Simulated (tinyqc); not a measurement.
Free and trapped electrons in a MOS channel with a dense trap tail: one step of the calculation.

p-type body, charge-sheet picture, full ionisation (an idealisation for deep acceptors), Boltzmann statistics for free electrons. e = Ec - EF at the surface. Acceptor-like traps of density D(E) = D0 + De exp(-E/Ew) at depth E below Ec, from 0 to Eu, hold n_t = integral of D(E)/(1 + exp((e - E)/Vt)). psi = Eg - Vt ln(Nv/Na) - e; N_dep = sqrt(2 eps0 eps_r Na (psi - Vt)/q); n_f = sqrt(N_dep^2 + 2 eps0 eps_r Vt Nc exp(-e/Vt)/q) - N_dep; Vg = Vfb + psi + q (N_dep + n_t + n_f)/Cox, Cox = eps0 eox/tox.

Problem. Trapped charge. Trapezoid rule on 16 equal steps from 0 to Eu, f = 1/(1 + exp((e - E)/Vt)).

Values chosen for this exercise; band and dielectric values close to those of 4H silicon carbide:
```
symbol,value,unit,meaning
T,300,K,temperature
D0,1.4e11,cm^-2 eV^-1,constant background density of acceptor-like traps
De,5.5e12,cm^-2 eV^-1,density of the tail at the conduction edge
Ew,0.12,eV,decay energy of the tail
Eu,0.52,eV,depth below Ec down to which the traps reach
e,0.118,eV,Ec - EF at the surface
```

Constants: q = 1.602176634e-19 C, kB = 1.380649e-23 J/K, Vt = kB T/q. Results are converted to the units shown.

Wanted: E; D(E) f; n_t.

Solution.

```
point,E (eV),D(E) f (cm^-2 eV^-1)
0,0,5.8139e10
1,0.032500,1.5312e11
2,0.065000,3.8087e11
3,0.097500,8.0394e11
4,0.13000,1.2290e12
5,0.16250,1.3233e12
6,0.19500,1.1638e12
7,0.22750,9.5228e11
8,0.26000,7.6692e11
9,0.29250,6.1986e11
10,0.32500,5.0639e11
11,0.35750,4.1955e11
12,0.39000,3.5325e11
13,0.42250,3.0266e11
14,0.45500,2.6407e11
15,0.48750,2.3463e11
16,0.52000,2.1218e11
```

n_t = 3.1228e11 cm^-2

tinyqc, about 0.02 s, one thread, Intel Xeon 2.30GHz (shared host): `OMP_NUM_THREADS=1 python tinyqc.py 2222005 2222006 out.jsonl`
